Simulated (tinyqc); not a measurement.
# Gate work function from the charge

Question. For an undoped double gate, Q = 8 eps0 eps_r Vt beta tan(beta)/ts with 0 < beta < pi/2, and at the source (Vg - dphi)/(2 Vt) - ln[(2/ts) sqrt(2 eps0 eps_r Vt/(q ni))] = ln(beta) - ln(cos beta) + 2 r beta tan(beta), r = eps_r tox/(eox ts). Find beta and dphi.

Values chosen for this exercise; material values close to those of silicon:
- T = 250 K (temperature)
- eps_r = 11.6 (relative permittivity of the semiconductor)
- eox = 25.6 (relative permittivity of the gate insulator)
- tox = 8.1 nm (insulator thickness)
- ts = 12 nm (body thickness)
- Vg = 0.62 V (gate voltage)

Constants: q = 1.602176634e-19 C, kB = 1.380649e-23 J/K, Vt = kB T/q, eps0 = 8.8541878128e-14 F/cm where lengths are in cm. Results are converted to the units shown.

Qs = 752.81559 nC/cm^2
ni = 8.4903620e7 cm^-3

Solution. beta tan(beta) rises from 0 without bound on the interval, so the charge fixes beta; the second relation is then explicit in dphi. At this charge the surface density passes 0.3 Nc, so the classical Boltzmann model is only formal.

beta = 1.32
dphi = -0.0800 V

Numbers from tinyqc (`OMP_NUM_THREADS=1 python tinyqc.py 2440136 2440137 out.jsonl`; about 0.03 s on one thread of a shared Intel Xeon 2.30GHz).
